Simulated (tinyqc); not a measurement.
## Elastic trap-assisted tunnelling through a dielectric: current against voltage

Emitter at x = 0 (Fermi level 0), collector at x = t (Fermi level -V), band edge U(x) = phi - F x, F = V/t. A trap at x has the energy E = U(x) - Et. With G(u) = (4/(3 F)) sqrt(mo/C) max(u, 0)^1.5, C = hbar^2/(2 m0): S1 = G(phi - E) - G(Et), S2 = G(Et) - G(phi - V - E), T1,2 = exp(-S1,2). The steady rate through one trap is nu T1 T2 (f1 - f2)/(T1 + T2), f1 = f(E), f2 = f(E + V), f(y) = 1/(1 + exp(y/Vt)); both contacts offer states at E.

J = q Nt times the integral of the rate over x. Direct S = (4/(3 F)) sqrt(mo/C) [phi^1.5 - max(phi - V, 0)^1.5].

Parameters, values chosen for the exercise; dielectric values close to those of silicon dioxide:
- T = 300 K (temperature)
- phi = 3.09 eV (barrier above the emitter Fermi level)
- mo = 0.5 m0 (tunnelling mass)
- t = 5.9 nm (thickness)
- Et = 2.84 eV (trap depth below the band edge of the dielectric)
- Nt = 9.6e18 cm^-3 (trap density)
- nu = 1e14 1/s (attempt frequency)

Constants: q = 1.602176634e-19 C, kB = 1.380649e-23 J/K, hbar = 1.054571817e-34 J s, m0 = 9.1093837015e-31 kg, Vt = kB T/q, hbar^2/(2 m0) = 0.0380998212 eV nm^2. Results are converted to the units shown.

Results:
```
V (V),J (A/cm^2),x of the peak over t,larger S there,direct S
0.3,8.88e-12,0.495,36.1,73.3
0.95,5.42e-10,0.478,35.9,69.0
1.61,7.80e-10,0.462,35.6,64.3
2.26,1.39e-9,0.445,35.2,59.0
2.91,3.27e-9,0.426,34.5,52.4
3.57,1.26e-8,0.404,33.4,43.4
4.22,3.00e-7,0.372,31.8,36.7
5.53,4.52e-4,0.122,24.7,28.0
6.18,0.00541,0.104,22.1,25.0
```

Estimate the missing row, V = 4.87 V.

Computed row:
```
V (V),J (A/cm^2),x of the peak over t,larger S there,direct S
4.87,1.81e-5,0.146,28.0,31.8
```

With this row back in the table: J rises from 8.88e-12 to 0.00541 A/cm^2, by 2.75 decades a volt between the first two rows and 1.66 between the last two. The position of the peak falls from 0.495 to 0.104 of t; only traps beyond x/t = (phi - Et)/V lie below the emitter Fermi level, with phi - Et = 0.250 eV. It jumps from 0.372 to 0.146 between V = 4.22 and 4.87 V. For V = 6.18 the field exceeds 10 MV/cm.

Range of the model: Phonon-assisted (inelastic) capture, chains of traps and a spread of trap depths are left out.

tinyqc, about 0.04 s, one thread, Intel Xeon 2.30GHz (shared host): `OMP_NUM_THREADS=1 python tinyqc.py 2370039 2370040 out.jsonl`
